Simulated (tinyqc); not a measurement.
Bandgap voltage reference from two bipolar transistors: one step of the calculation.

Two transistors of area 1 and N carry the same current I. Is(T) = Is (T/T0)^eta exp[(Vg0 q/kB)(1/T0 - 1/T)], VBE1 = Vt ln(I/Is(T)) + I rb, VBE2 = Vt ln(I/(N Is(T))) + I rb/N. The amplifier forces I R1(T) = VBE1 - VBE2 + Vos, with R(T) = R (1 + tc (T - T0)) for both resistors, and the output is Vref = VBE1 + I R2(T). Base currents and the Early effect are neglected.

Problem. Operating point at the reference temperature. Vt = kB T/q; I = (Vt ln N + Vos)/(R1(T) - rb (1 - 1/N)). Evaluate at T = T0.

Inputs (values chosen for the exercise); values of the order met in silicon bipolar transistors:
```
symbol,value,unit,meaning
T0,300,K,reference temperature
Vg0,1.169,V,band-gap voltage extrapolated to 0 K
eta,4.3,,temperature exponent of the saturation current
Is,2.6e-18,A,saturation current of the unit transistor at T0
N,24,,area ratio of the second transistor
R1,3,kohm,"resistor across which the difference of VBE falls, at T0"
tc,0,ppm/K,temperature coefficient of both resistors
Vos,2.7,mV,offset of the amplifier
rb,66,ohm,series resistance of the unit transistor
R2,16.78,kohm,output resistor at T0
```

Constants: q = 1.602176634e-19 C, kB = 1.380649e-23 J/K. Results are converted to the units shown.

Give: Vt; I; Is(T); VBE1; I R2; Vref.

Solution.

Vt = 0.02585 V
I = 28.90 uA
Is(T) = 2.600e-18 A
VBE1 = 0.7785 V
I R2 = 0.4849 V
Vref = 1.263 V

Program tinyqc, `OMP_NUM_THREADS=1 python tinyqc.py 2062028 2062029 out.jsonl`; Intel Xeon 2.30GHz, shared host, one thread, about 0.02 s.
